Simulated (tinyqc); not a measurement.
Interdiffusion in a binary couple: Darken equations, Kirkendall shift and Boltzmann-Matano analysis: one step, computed by the program tinyqc.

x is the mole fraction of B; the molar volume is constant, and the two halves are long enough to count as infinite.

Question. Diffusivities at one composition. D*_i(x) = D*_i(0) exp(k x); thermodynamic factor Phi = 1 - 2 W x (1 - x)/(k_B T); intrinsic D_i = D*_i Phi; interdiffusion D~ = x D_A + (1 - x) D_B.

Inputs (values chosen for the exercise, for a model alloy A-B): tracer diffusivity D*_A(0) = 2.6e-14 m^2/s; tracer diffusivity D*_B(0) = 6.1e-14 m^2/s; slope k of ln D* with x = -2.1; regular-solution parameter W = -0.099 eV; temperature T = 1010 K; composition x for the local step = 0.38.

Vacancy-wind correction: none.

Constants: k_B = 8.617333262e-05 eV/K.

Give: thermodynamic factor Phi; intrinsic D_A; intrinsic D_B; interdiffusion coefficient D~ at the local x.

Answer.

thermodynamic factor Phi = 1.5360

intrinsic D_A = 1.7980e-14 m^2/s

intrinsic D_B = 4.2184e-14 m^2/s

interdiffusion coefficient D~ at the local x = 3.2986e-14 m^2/s

A negative W (tendency to order or compound) speeds mixing: Phi is above 1.
